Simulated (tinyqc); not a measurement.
Worked calculation: Luttinger-Kohn k.p, four valence bands. One step of it, computed by the program tinyqc.

Task: Hole masses. E = c [g1 k^2 -/+ 2 sqrt(g2^2 k^4 + 3 (g3^2 - g2^2)(kx^2 ky^2 + ky^2 kz^2 + kz^2 kx^2))] with c = hbar^2/2m, and m* = hbar^2 k^2 / (2 E).

Luttinger parameters chosen for this model; energies are counted downward from the top of the valence band:
```
parameter     value  unit
g1         7.670000
g2         3.100000
g3         3.600000
```

Give: Masses.

Result:

Masses (electron masses):
```
direction  heavy  light
[100]      0.680  0.072
[110]      1.415  0.068
[111]      2.128  0.067
```
